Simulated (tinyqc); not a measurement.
Arrhenius fit: deep-level transient spectroscopy (DLTS) of one majority-carrier trap. Computed by tinyqc, a small Python program. Command: `OMP_NUM_THREADS=1 python tinyqc.py 3014929 3014930 out.jsonl dlts walk`. One thread of a shared host (Intel(R) Xeon(R) Processor @ 2.30GHz), about 0.05 s of CPU time with the checks.

A filling pulse loads the traps in a one-sided junction; under reverse bias they empty at the rate e, and the capacitance relaxes as C(t) = C_0 - dC exp(-e t). The signal is S = [C(t_2) - C(t_1)]/dC.

Inputs (values chosen for the exercise, with mass and screening modelled on GaN):
```
quantity                    value  unit
density-of-states mass m     1.41   m_0
valleys M                       1     -
trap depth E_t              0.665    eV
cross-section sigma_0     4.8e-15  cm^2
degeneracy ratio g              2     -
gate time t_1               0.009     s
ratio t_2/t_1                  10     -
capture barrier E_b         0.033    eV
```

Carriers: holes. Extra term: capture barrier.

Constants: k_B = 8.617333262e-05 eV/K; k_B = 1.380649e-23 J/K; m_0 = 9.1093837015e-31 kg; h = 6.62607015e-34 J s.

Method:
- e = g sigma v N_b exp(-E/k_B T), v = sqrt(3 k_B T/m), N_b = 2 M (2 pi m k_B T/h^2)^(3/2), sigma = sigma_0 exp(-E_b/k_B T), E = E_t.
- S(e) = exp(-e t_1) - exp(-e t_2) peaks at the rate window e_0 = ln(t_2/t_1)/(t_2 - t_1).
- t_1 is scaled by 0.1, 0.3, 1, 3, 10 and 30 at fixed t_2/t_1; each T_p by bisection.
- Least squares of ln(e_0/T_p^2) on 1/(k_B T_p): slope -E_a, intercept ln(gamma sigma_a) with gamma = v N_b/T^2 = sqrt(3 k_B/m) 2 M (2 pi m k_B/h^2)^(3/2). For comparison, the slope of ln e_0 alone.

Arrhenius data:
```
t_1 (s)    e_0 (1/s)  T_p (K)  1/(k_B T_p) (1/eV)  ln(e_0/T_p^2)
0.0009   2.84270e+02  342.839             33.8483        -6.0246
0.0027   9.47566e+01  328.723             35.3018        -7.0391
0.0090   2.84270e+01  314.487             36.8998        -8.1545
0.0270   9.47566e+00  302.497             38.3624        -9.1754
0.0900   2.84270e+00  290.333             39.9696       -10.2973
0.2700   9.47566e-01  280.031             41.4401       -11.3237
```

apparent depth E_a = 0.69800 eV

intercept = 17.602

gamma = 4.5916e+21 cm^-2 s^-1 K^-2

apparent cross-section = 9.6000e-15 cm^2

slope without T^2 = 0.75128 eV

The apparent depth is 0.6980 eV against E_t = 0.665 eV, and the apparent cross-section is 2.00 times sigma_0 (the degeneracy ratio): the capture barrier adds to the slope, so the true depth needs a separate measurement of capture. Leaving out the T^2 factor overstates the slope by 53 meV, about 2 k_B T_p.

Extremes, crossings and ranges named in words are read from the listed rows.
